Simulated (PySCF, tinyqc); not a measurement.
Worked calculation (part 1 of 2): RHF in the sto-6g basis, for H6, spin multiplicity 1. The lowest restricted solution is unstable here: a spin-polarised one lies 0.0814 hartree lower (PySCF). Computed by tinyqc, a small Python program that keeps every step (integrals from PySCF). Settings: charge = 0, multiplicity = 1, basis = sto-6g, energy threshold = 1e-10, iteration cap = 71, orthogonalisation = symmetric, start = random, DIIS depth = 4, method = RHF. Command: `OMP_NUM_THREADS=1 python tinyqc.py 23695 23696 out.jsonl` (the two numbers bound the seeds that draw the settings). One thread of a shared host (Intel(R) Xeon(R) Processor @ 2.60GHz), about 0.1 s of CPU time with the checks. Later iterations appear only in the table of the cycle.

## One-electron integrals

Geometry (angstrom):
```
atom        x        y        z
H     0.00000  0.00000  0.00000
H     0.00000  0.00000  1.25600
H     0.00000  0.00000  2.34900
H     0.00000  0.00000  3.60400
H     0.00000  0.00000  4.69700
H     0.00000  0.00000  5.95300
```

Basis sto-6g: exponents (1/bohr^2) and contraction coefficients of normalised primitives:
```
element  l (shell)  exponent  coefficient
H            s (1)  35.52322      0.00916
H            s (1)   6.51314      0.04936
H            s (1)   1.82214      0.16854
H            s (1)   0.62596      0.37056
H            s (1)   0.24308      0.41649
H            s (1)   0.10011      0.13033
```

Overlap, kinetic and nuclear-attraction integrals over the contracted functions; the nuclear repulsion is the sum of Za Zb / Rab.

nuclear repulsion = 3.8955639 hartree

overlap S:
```
         1H 1s    2H 1s    3H 1s    4H 1s    5H 1s    6H 1s
1H 1s  1.00000  0.35996  0.06755  0.00706  0.00076  0.00004
2H 1s  0.35996  1.00000  0.44380  0.06767  0.00962  0.00076
3H 1s  0.06755  0.44380  1.00000  0.36044  0.06767  0.00706
4H 1s  0.00706  0.06767  0.36044  1.00000  0.44380  0.06755
5H 1s  0.00076  0.00962  0.06767  0.44380  1.00000  0.35996
6H 1s  0.00004  0.00076  0.00706  0.06755  0.35996  1.00000
```

kinetic energy T (hartree):
```
          1H 1s     2H 1s     3H 1s     4H 1s     5H 1s     6H 1s
1H 1s   0.76852   0.04273  -0.01128  -0.00238  -0.00038  -0.00003
2H 1s   0.04273   0.76852   0.08160  -0.01129  -0.00304  -0.00038
3H 1s  -0.01128   0.08160   0.76852   0.04292  -0.01129  -0.00238
4H 1s  -0.00238  -0.01129   0.04292   0.76852   0.08160  -0.01128
5H 1s  -0.00038  -0.00304  -0.01129   0.08160   0.76852   0.04273
6H 1s  -0.00003  -0.00038  -0.00238  -0.01128   0.04273   0.76852
```

nuclear attraction V (hartree):
```
          1H 1s     2H 1s     3H 1s     4H 1s     5H 1s     6H 1s
1H 1s  -2.22990  -0.77610  -0.14357  -0.01453  -0.00153  -0.00008
2H 1s  -0.77610  -2.62194  -1.08537  -0.15297  -0.02067  -0.00153
3H 1s  -0.14357  -1.08537  -2.72788  -0.87250  -0.15297  -0.01453
4H 1s  -0.01453  -0.15297  -0.87250  -2.72788  -1.08537  -0.14357
5H 1s  -0.00153  -0.02067  -0.15297  -1.08537  -2.62194  -0.77610
6H 1s  -0.00008  -0.00153  -0.01453  -0.14357  -0.77610  -2.22990
```

core Hamiltonian H = T + V (hartree):
```
          1H 1s     2H 1s     3H 1s     4H 1s     5H 1s     6H 1s
1H 1s  -1.46138  -0.73337  -0.15485  -0.01690  -0.00190  -0.00011
2H 1s  -0.73337  -1.85341  -1.00377  -0.16426  -0.02371  -0.00190
3H 1s  -0.15485  -1.00377  -1.95936  -0.82958  -0.16426  -0.01690
4H 1s  -0.01690  -0.16426  -0.82958  -1.95936  -1.00377  -0.15485
5H 1s  -0.00190  -0.02371  -0.16426  -1.00377  -1.85341  -0.73337
6H 1s  -0.00011  -0.00190  -0.01690  -0.15485  -0.73337  -1.46138
```

## Two-electron integrals

Functions are numbered as in S; the eight-fold symmetry (ij|kl) = (ji|kl) = (kl|ij) leaves the list below.

Two-electron integrals (ij|kl) in chemists' order, unique and non-zero (hartree):
```
(11|11) 0.77500    (21|11) 0.20739    (21|21) 0.07785    (22|11) 0.40284
(22|21) 0.20739    (22|22) 0.77500    (31|11) 0.02868    (31|21) 0.01202
(31|22) 0.03759    (31|31) 0.00216    (32|11) 0.13107    (32|21) 0.06743
(32|22) 0.26873    (32|31) 0.01473    (32|32) 0.12317    (33|11) 0.22506
(33|21) 0.11156    (33|22) 0.44882    (33|31) 0.02868    (33|32) 0.26873
(33|33) 0.77500    (41|11) 0.00227    (41|21) 0.00098    (41|22) 0.00321
(41|31) 0.00019    (41|32) 0.00142    (41|33) 0.00321    (41|41) 1.93e-05
(42|11) 0.01541    (42|21) 0.00751    (42|22) 0.02874    (42|31) 0.00173
(42|32) 0.01476    (42|33) 0.03766    (42|41) 0.00019    (42|42) 0.00217
(43|11) 0.06465    (43|21) 0.02999    (43|22) 0.11173    (43|31) 0.00751
(43|32) 0.06754    (43|33) 0.20773    (43|41) 0.00098    (43|42) 0.01206
(43|43) 0.07808    (44|11) 0.14683    (44|21) 0.06457    (44|22) 0.22515
(44|31) 0.01539    (44|32) 0.13114    (44|33) 0.40310    (44|41) 0.00227
(44|42) 0.02874    (44|43) 0.20773    (44|44) 0.77500    (51|11) 0.00019
(51|21) 0.00009    (51|22) 0.00030    (51|31) 1.80e-05   (51|32) 0.00014
(51|33) 0.00033    (51|41) 1.93e-06   (51|42) 2.04e-05   (51|43) 0.00011
(51|44) 0.00028    (51|51) 2.04e-07   (52|11) 0.00183    (52|21) 0.00086
(52|22) 0.00320    (52|31) 0.00020    (52|32) 0.00168    (52|33) 0.00440
(52|41) 2.35e-05   (52|42) 0.00027    (52|43) 0.00159    (52|44) 0.00440
(52|51) 2.64e-06   (52|52) 3.66e-05   (53|11) 0.01040    (53|21) 0.00465
(53|22) 0.01658    (53|31) 0.00112    (53|32) 0.00964    (53|33) 0.02874
(53|41) 0.00015    (53|42) 0.00182    (53|43) 0.01206    (53|44) 0.03766
(53|51) 1.81e-05   (53|52) 0.00027    (53|53) 0.00217    (54|11) 0.05678
(54|21) 0.02427    (54|22) 0.08170    (54|31) 0.00555    (54|32) 0.04525
(54|33) 0.13114    (54|41) 0.00078    (54|42) 0.00964    (54|43) 0.06754
(54|44) 0.26873    (54|51) 0.00010    (54|52) 0.00168    (54|53) 0.01476
(54|54) 0.12317    (55|11) 0.11266    (55|21) 0.04704    (55|22) 0.15378
(55|31) 0.01038    (55|32) 0.08170    (55|33) 0.22515    (55|41) 0.00139
(55|42) 0.01658    (55|43) 0.11173    (55|44) 0.44882    (55|51) 0.00019
(55|52) 0.00320    (55|53) 0.02874    (55|54) 0.26873    (55|55) 0.77500
(61|11) 8.23e-06   (61|21) 3.75e-06   (61|22) 1.33e-05   (61|31) 8.38e-07
(61|32) 6.82e-06   (61|33) 1.76e-05   (61|41) 9.81e-08   (61|42) 1.10e-06
(61|43) 6.41e-06   (61|44) 1.76e-05   (61|51) 1.10e-08   (61|52) 1.51e-07
(61|53) 1.10e-06   (61|54) 6.82e-06   (61|55) 1.33e-05   (62|11) 0.00012
(62|21) 0.00005    (62|22) 0.00019    (62|31) 1.25e-05   (62|32) 0.00010
(62|33) 0.00028    (62|41) 1.55e-06   (62|42) 1.81e-05   (62|43) 0.00011
(62|44) 0.00033    (62|51) 1.83e-07   (62|52) 2.64e-06   (62|53) 2.04e-05
(62|54) 0.00014    (62|55) 0.00030    (62|61) 1.10e-08   (62|62) 2.04e-07
(63|11) 0.00093    (63|21) 0.00041    (63|22) 0.00139    (63|31) 0.00009
(63|32) 0.00078    (63|33) 0.00227    (63|41) 1.25e-05   (63|42) 0.00015
(63|43) 0.00098    (63|44) 0.00321    (63|51) 1.55e-06   (63|52) 2.35e-05
(63|53) 0.00019    (63|54) 0.00142    (63|55) 0.00321    (63|61) 9.81e-08
(63|62) 1.93e-06   (63|63) 1.93e-05   (64|11) 0.00757    (64|21) 0.00317
(64|22) 0.01038    (64|31) 0.00070    (64|32) 0.00555    (64|33) 0.01539
(64|41) 0.00009    (64|42) 0.00112    (64|43) 0.00751    (64|44) 0.02868
(64|51) 1.25e-05   (64|52) 0.00020    (64|53) 0.00173    (64|54) 0.01473
(64|55) 0.03759    (64|61) 8.38e-07   (64|62) 1.80e-05   (64|63) 0.00019
(64|64) 0.00216    (65|11) 0.03587    (65|21) 0.01470    (65|22) 0.04704
(65|31) 0.00317    (65|32) 0.02427    (65|33) 0.06457    (65|41) 0.00041
(65|42) 0.00465    (65|43) 0.02999    (65|44) 0.11156    (65|51) 0.00005
(65|52) 0.00086    (65|53) 0.00751    (65|54) 0.06743    (65|55) 0.20739
(65|61) 3.75e-06   (65|62) 0.00009    (65|63) 0.00098    (65|64) 0.01202
(65|65) 0.07785    (66|11) 0.08889    (66|21) 0.03587    (66|22) 0.11266
(66|31) 0.00757    (66|32) 0.05678    (66|33) 0.14683    (66|41) 0.00093
(66|42) 0.01040    (66|43) 0.06465    (66|44) 0.22506    (66|51) 0.00012
(66|52) 0.00183    (66|53) 0.01541    (66|54) 0.13107    (66|55) 0.40284
(66|61) 8.23e-06   (66|62) 0.00019    (66|63) 0.00227    (66|64) 0.02868
(66|65) 0.20739    (66|66) 0.77500
```

## Orthogonalisation

S = U s U^T; symmetric (Loewdin) form X = U s^(-1/2) U^T, so that X^T S X = 1.

eigenvalues of S: 0.36043  0.50165  0.79343  1.04750  1.47603  1.82096

X:
```
          1H 1s     2H 1s     3H 1s     4H 1s     5H 1s     6H 1s
1H 1s   1.05687  -0.21277   0.03809  -0.00625   0.00151  -0.00026
2H 1s  -0.21277   1.15500  -0.28298   0.04198  -0.00901   0.00151
3H 1s   0.03809  -0.28298   1.15885  -0.23144   0.04198  -0.00625
4H 1s  -0.00625   0.04198  -0.23144   1.15885  -0.28298   0.03809
5H 1s   0.00151  -0.00901   0.04198  -0.28298   1.15500  -0.21277
6H 1s  -0.00026   0.00151  -0.00625   0.03809  -0.21277   1.05687
```

## Starting guess

The start is random orthonormal orbitals; D = 2 C_occ C_occ^T.

D at the start:
```
          1H 1s     2H 1s     3H 1s     4H 1s     5H 1s     6H 1s
1H 1s   1.37968   0.07001  -0.06186   0.86588  -0.89628   0.17618
2H 1s   0.07001   1.33767  -1.53583  -0.25452   0.29666   0.09925
3H 1s  -0.06186  -1.53583   1.80155   0.32046  -0.36281   0.16233
4H 1s   0.86588  -0.25452   0.32046   0.61728  -0.64333   0.20876
5H 1s  -0.89628   0.29666  -0.36281  -0.64333   0.67258  -0.16296
6H 1s   0.17618   0.09925   0.16233   0.20876  -0.16296   2.00603
```

## Iteration 1: building the Fock matrix

J_ij = sum D_kl (ij|kl), K_ij = sum D_kl (ik|jl); F = H + J - 0.5 K; E = tr D H + tr D J / 2 - 0.25 tr D K + E_nn.

Coulomb J (hartree):
```
         1H 1s    2H 1s    3H 1s    4H 1s    5H 1s    6H 1s
1H 1s  1.93064  0.68979  0.12508  0.01254  0.00129  0.00007
2H 1s  0.68979  2.00468  0.87197  0.12518  0.01661  0.00126
3H 1s  0.12508  0.87197  2.10665  0.68617  0.11767  0.01196
4H 1s  0.01254  0.12518  0.68617  1.79420  0.75319  0.11726
5H 1s  0.00129  0.01661  0.11767  0.75319  1.77725  0.68597
6H 1s  0.00007  0.00126  0.01196  0.11726  0.68597  2.13605
```

exchange K (hartree):
```
          1H 1s     2H 1s    3H 1s    4H 1s     5H 1s     6H 1s
1H 1s   1.16912   0.46469  0.02728  0.04787  -0.04249  -0.00293
2H 1s   0.46469   0.56935  0.01208  0.00831  -0.00897   0.02035
3H 1s   0.02728   0.01208  0.86710  0.39700   0.00372   0.02337
4H 1s   0.04787   0.00831  0.39700  0.41388   0.02378   0.06941
5H 1s  -0.04249  -0.00897  0.00372  0.02378   0.36350   0.44907
6H 1s  -0.00293   0.02035  0.02337  0.06941   0.44907   1.53754
```

Fock matrix F (hartree):
```
          1H 1s     2H 1s     3H 1s     4H 1s     5H 1s     6H 1s
1H 1s  -0.11530  -0.27592  -0.04341  -0.02830   0.02063   0.00142
2H 1s  -0.27592  -0.13341  -0.13784  -0.04324  -0.00262  -0.01082
3H 1s  -0.04341  -0.13784  -0.28626  -0.34191  -0.04845  -0.01663
4H 1s  -0.02830  -0.04324  -0.34191  -0.37211  -0.26247  -0.07229
5H 1s   0.02063  -0.00262  -0.04845  -0.26247  -0.25792  -0.27193
6H 1s   0.00142  -0.01082  -0.01663  -0.07229  -0.27193  -0.09411
```

total energy of this density = -1.2232352 hartree

## Iteration 1: diagonalisation and new density

Diagonalise F' = X^T F X, C = X C', fill 3 alpha and 3 beta electrons from the bottom; D = 2 C_occ C_occ^T. Each column has its largest component positive (the first on a tie).

F' = X^T F X (hartree):
```
          1         2         3         4         5         6
1  -0.01194  -0.29038   0.05227  -0.04787   0.03478  -0.00267
2  -0.29038   0.01819  -0.09960   0.06471  -0.01592  -0.00671
3   0.05227  -0.09960  -0.14426  -0.31330   0.07834  -0.02083
4  -0.04787   0.06471  -0.31330  -0.18810  -0.19835   0.03288
5   0.03478  -0.01592   0.07834  -0.19835  -0.07840  -0.26180
6  -0.00267  -0.00671  -0.02083   0.03288  -0.26180   0.00361
```

orbital energies (hartree): MO1 -0.51075, MO2 -0.32230, MO3 -0.27955, MO4 0.02238, MO5 0.24680, MO6 0.44252

coefficients C:
```
            MO1       MO2       MO3       MO4       MO5       MO6
1H 1s   0.02005  -0.29905   0.52709  -0.34377  -0.60298  -0.56063
2H 1s  -0.09685  -0.23961   0.59947   0.11381   0.66784   0.75901
3H 1s   0.50263  -0.32261  -0.31416   0.68863  -0.04439  -0.74045
4H 1s   0.63734  -0.12417  -0.13573  -0.62120  -0.31934   0.74292
5H 1s   0.15308   0.61581   0.32847  -0.12514   0.68153  -0.68595
6H 1s   0.10339   0.36374   0.26970   0.58031  -0.65957   0.41977
```

D after iteration 1:
```
          1H 1s     2H 1s     3H 1s     4H 1s     5H 1s     6H 1s
1H 1s   0.73531   0.77137  -0.11807  -0.04327  -0.01592   0.07090
2H 1s   0.77137   0.85230  -0.31941  -0.22668   0.06905   0.12902
3H 1s  -0.11807  -0.31941   0.91080   0.80608  -0.44981  -0.30021
4H 1s  -0.04327  -0.22668   0.80608   0.88008  -0.04696  -0.03175
5H 1s  -0.01592   0.06905  -0.44981  -0.04696   1.02108   0.65682
6H 1s   0.07090   0.12902  -0.30021  -0.03175   0.65682   0.43148
```

## Iteration 2: building the Fock matrix

As before.

Coulomb J (hartree):
```
         1H 1s    2H 1s    3H 1s    4H 1s    5H 1s    6H 1s
1H 1s  1.75895  0.68279  0.12916  0.01352  0.00145  0.00008
2H 1s  0.68279  2.11373  0.93585  0.14047  0.01937  0.00145
3H 1s  0.12916  0.93585  2.25809  0.79983  0.14279  0.01361
4H 1s  0.01352  0.14047  0.79983  2.32270  0.97218  0.12983
5H 1s  0.00145  0.01937  0.14279  0.97218  2.18709  0.66531
6H 1s  0.00008  0.00145  0.01361  0.12983  0.66531  1.59900
```

exchange K (hartree):
```
          1H 1s     2H 1s     3H 1s    4H 1s     5H 1s     6H 1s
1H 1s   0.94336   0.66250   0.14708  0.00295  -0.00166   0.00737
2H 1s   0.66250   0.97325   0.42630  0.12259   0.00873  -0.00273
3H 1s   0.14708   0.42630   1.00463  0.65356   0.10427  -0.02755
4H 1s   0.00295   0.12259   0.65356  1.12440   0.58136   0.16459
5H 1s  -0.00166   0.00873   0.10427  0.58136   1.17140   0.61368
6H 1s   0.00737  -0.00273  -0.02755  0.16459   0.61368   0.68341
```

Fock matrix F (hartree):
```
          1H 1s     2H 1s     3H 1s     4H 1s     5H 1s     6H 1s
1H 1s  -0.17411  -0.38183  -0.09923  -0.00486   0.00038  -0.00372
2H 1s  -0.38183  -0.22631  -0.28107  -0.08509  -0.00871   0.00092
3H 1s  -0.09923  -0.28107  -0.20359  -0.35653  -0.07360   0.01048
4H 1s  -0.00486  -0.08509  -0.35653  -0.19886  -0.32227  -0.10731
5H 1s   0.00038  -0.00871  -0.07360  -0.32227  -0.25203  -0.37490
6H 1s  -0.00372   0.00092   0.01048  -0.10731  -0.37490  -0.20409
```

total energy of this density = -2.8304326 hartree

## Iteration 2: DIIS over 2 matrices

error matrix X^T (FDS - SDF) X:
```
          1         2         3         4         5         6
1   0.00000  -0.02931   0.20079   0.02448   0.00718  -0.02863
2   0.02931   0.00000  -0.03928  -0.18942   0.08013   0.05241
3  -0.20079   0.03928   0.00000  -0.09526   0.07721  -0.14693
4  -0.02448   0.18942   0.09526   0.00000   0.08237  -0.04921
5  -0.00718  -0.08013  -0.07721  -0.08237   0.00000   0.20102
6   0.02863  -0.05241   0.14693   0.04921  -0.20102   0.00000
```

B (overlaps of the stored error matrices):
```
               1              2
1  1.8084509e+00  2.9628765e-01
2  2.9628765e-01  3.5095330e-01
```

Minimise |sum c_i e_i|^2 with sum c_i = 1: solve [B -1; -1 0][c; lambda] = [0; -1] with B_ij = tr e_i^T e_j, and take F = sum c_i F_i.

DIIS coefficients: 0.03489  0.96511

extrapolated F (hartree):
```
          1H 1s     2H 1s     3H 1s     4H 1s     5H 1s     6H 1s
1H 1s  -0.17205  -0.37813  -0.09729  -0.00567   0.00108  -0.00354
2H 1s  -0.37813  -0.22307  -0.27607  -0.08363  -0.00850   0.00051
3H 1s  -0.09729  -0.27607  -0.20647  -0.35602  -0.07272   0.00953
4H 1s  -0.00567  -0.08363  -0.35602  -0.20490  -0.32019  -0.10609
5H 1s   0.00108  -0.00850  -0.07272  -0.32019  -0.25223  -0.37130
6H 1s  -0.00354   0.00051   0.00953  -0.10609  -0.37130  -0.20025
```

## Iteration 2: diagonalisation and new density

As before.

F' = X^T F X (hartree):
```
          1         2         3         4         5         6
1  -0.03586  -0.38193   0.04106  -0.00477   0.00418  -0.00416
2  -0.38193   0.03281  -0.27947   0.05645  -0.01095  -0.00117
3   0.04106  -0.27947   0.05303  -0.39618   0.07604   0.01224
4  -0.00477   0.05645  -0.39618   0.08023  -0.33174   0.03345
5   0.00418  -0.01095   0.07604  -0.33174   0.01789  -0.36115
6  -0.00416  -0.00117   0.01224   0.03345  -0.36115  -0.07191
```

orbital energies (hartree): MO1 -0.51869, MO2 -0.44254, MO3 -0.26642, MO4 0.14564, MO5 0.41127, MO6 0.74695

coefficients C:
```
           MO1       MO2       MO3       MO4       MO5       MO6
1H 1s  0.19036   0.41469  -0.43315  -0.50044  -0.63779  -0.33269
2H 1s  0.23723   0.46061  -0.29037   0.24850   0.78628   0.65457
3H 1s  0.31081   0.18109   0.51236   0.48612  -0.29121  -0.87568
4H 1s  0.37872  -0.05176   0.45457  -0.40288  -0.34309   0.92037
5H 1s  0.37510  -0.37828  -0.22568  -0.39085   0.68356  -0.71166
6H 1s  0.29049  -0.35231  -0.44248   0.63120  -0.50463   0.32614
```

D after iteration 2:
```
          1H 1s     2H 1s     3H 1s     4H 1s     5H 1s     6H 1s
1H 1s   0.79166   0.72390  -0.17533  -0.29254   0.02458   0.20172
2H 1s   0.72390   0.70552   0.01674  -0.13199  -0.03944   0.07024
3H 1s  -0.17533   0.01674   0.78382   0.68248  -0.13510  -0.40045
4H 1s  -0.29254  -0.13199   0.68248   0.70548   0.11810  -0.14577
5H 1s   0.02458  -0.03944  -0.13510   0.11810   0.66945   0.68419
6H 1s   0.20172   0.07024  -0.40045  -0.14577   0.68419   0.80859
```

## Iteration 10 (converged): orbitals

converged F (hartree):
```
          1H 1s     2H 1s     3H 1s     4H 1s     5H 1s     6H 1s
1H 1s  -0.17984  -0.36723  -0.10039   0.01435   0.00352  -0.01249
2H 1s  -0.36723  -0.27694  -0.37148  -0.09673  -0.01073   0.00352
3H 1s  -0.10039  -0.37148  -0.27845  -0.36105  -0.09673   0.01435
4H 1s   0.01435  -0.09673  -0.36105  -0.27845  -0.37148  -0.10039
5H 1s   0.00352  -0.01073  -0.09673  -0.37148  -0.27694  -0.36723
6H 1s  -0.01249   0.00352   0.01435  -0.10039  -0.36723  -0.17984
```

As before.

F' = X^T F X (hartree):
```
          1         2         3         4         5         6
1  -0.05098  -0.36026   0.04627   0.01973   0.00266  -0.01433
2  -0.36026   0.00981  -0.36660   0.05118  -0.00736   0.00266
3   0.04627  -0.36660   0.00943  -0.36657   0.05118   0.01973
4   0.01973   0.05118  -0.36657   0.00943  -0.36659   0.04627
5   0.00266  -0.00736   0.05118  -0.36659   0.00981  -0.36026
6  -0.01433   0.00266   0.01973   0.04627  -0.36026  -0.05098
```

orbital energies (hartree): MO1 -0.58172, MO2 -0.47110, MO3 -0.26826, MO4 0.10357, MO5 0.42998, MO6 0.72406

coefficients C:
```
           MO1       MO2       MO3       MO4       MO5       MO6
1H 1s  0.16430  -0.34095   0.50054   0.58902  -0.55090  -0.34571
2H 1s  0.30737  -0.43390   0.24533  -0.25172   0.74387   0.70822
3H 1s  0.39148  -0.18685  -0.41615  -0.47007  -0.36490  -0.87428
4H 1s  0.39148   0.18685  -0.41615   0.47007  -0.36490   0.87428
5H 1s  0.30736   0.43390   0.24533   0.25172   0.74387  -0.70822
6H 1s  0.16430   0.34095   0.50054  -0.58902  -0.55090   0.34571
```

D after iteration 10:
```
          1H 1s     2H 1s     3H 1s     4H 1s     5H 1s     6H 1s
1H 1s   0.78757   0.64248  -0.16055  -0.41537   0.05073   0.32259
2H 1s   0.64248   0.68586   0.19861  -0.12568  -0.06721   0.05073
3H 1s  -0.16055   0.19861   0.72270   0.58306  -0.12568  -0.41537
4H 1s  -0.41537  -0.12568   0.58306   0.72270   0.19861  -0.16055
5H 1s   0.05073  -0.06721  -0.12568   0.19861   0.68586   0.64248
6H 1s   0.32259   0.05073  -0.41537  -0.16055   0.64248   0.78757
```

## Convergence

Stop when the energy changes by less than 1e-10 hartree and every element of the error matrix X^T (F D S - S D F) X is below 3e-06.

Course of the cycle:
```
iteration  E (hartree)     change  largest element of the error matrix
1           -1.2232352          -                             4.77e-01
2           -2.8304326  -1.61e+00                             2.01e-01
3           -2.9671817  -1.37e-01                             7.44e-02
4           -2.9811661  -1.40e-02                             1.27e-02
5           -2.9819761  -8.10e-04                             4.57e-03
6           -2.9820316  -5.55e-05                             7.41e-04
7           -2.9820332  -1.63e-06                             1.36e-04
8           -2.9820333  -4.01e-08                             2.09e-05
9           -2.9820333  -1.15e-09                             3.95e-06
10          -2.9820333  -4.67e-11                             1.07e-06
```

PySCF RHF in the same basis = -2.9820333 hartree

Converged in 10 iterations.
